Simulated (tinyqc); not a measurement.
From results back to parameters: recursion (Haydock) method for the local density of states: surface site of a square lattice. Two cases, with inputs chosen for the exercise.

Problem. A local density has moments mu1 = a0, mu2 = a0^2 + b1^2 and, for a1 = a2 = 0, mu4 = a0^4 + 3 a0^2 b1^2 + b1^4 + b1^2 b2^2; b1^2 = (number of neighbours) t^2. The moments come from a hidden site.

Case 1.

Values chosen: t = 0.57 eV (hopping).

mu1, mu2, mu4 (eV^n): 0.00000  0.97470  2.11120

Case 2.

Values chosen: t = 1.49 eV (hopping).

mu1, mu2, mu4 (eV^n): 0.00000  6.66030  98.57688

Find: a0, b1, b2; neighbours.

Solution. Take the moments in turn: mu1 gives a0, mu2 gives b1, mu4 gives b2.

Case 1.

a0, b1, b2 (eV): 0.000  0.987  1.091

neighbours = 3

Case 2.

a0, b1, b2 (eV): 0.000  2.581  2.853

neighbours = 3

Computed by tinyqc, one run a case: `OMP_NUM_THREADS=1 python tinyqc.py N N+1 out.jsonl` with N = 1452169, 1452281; one thread of a shared Intel(R) Xeon(R) Processor @ 2.30GHz, about 0.01 s a run at most.
